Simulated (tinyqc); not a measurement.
From results back to parameters: special k points of the simple cubic lattice. Two cases, with inputs chosen for the exercise.

Problem. E(k) = -sqrt(D^2 + (e0 - t A_1(k))^2) with A_1 = 6 at Gamma and A_1 = 2 at b1/2; t > 0 and D > 0 are hidden.

Find: t; D.

Method. The difference of the squares is 32 t^2 - 8 e0 t; it is positive, so the quadratic has one positive root t; D^2 follows from either energy.

Case 1.

Values chosen: e0 = 2.61 eV (offset).
E at Gamma = -2.672265 eV
E at b1/2 = -1.989623 eV

Solution.

t = 0.780 eV
D = 1.690 eV

Case 2.

Values chosen: e0 = 1.68 eV (offset).
E at Gamma = -3.242607 eV
E at b1/2 = -1.498566 eV

Solution.

t = 0.760 eV
D = 1.490 eV

Computed by tinyqc, one run a case: `OMP_NUM_THREADS=1 python tinyqc.py N N+1 out.jsonl` with N = 1681094, 1681131; one thread of a shared Intel(R) Xeon(R) Processor @ 2.30GHz, about 0.1 s a run at most.
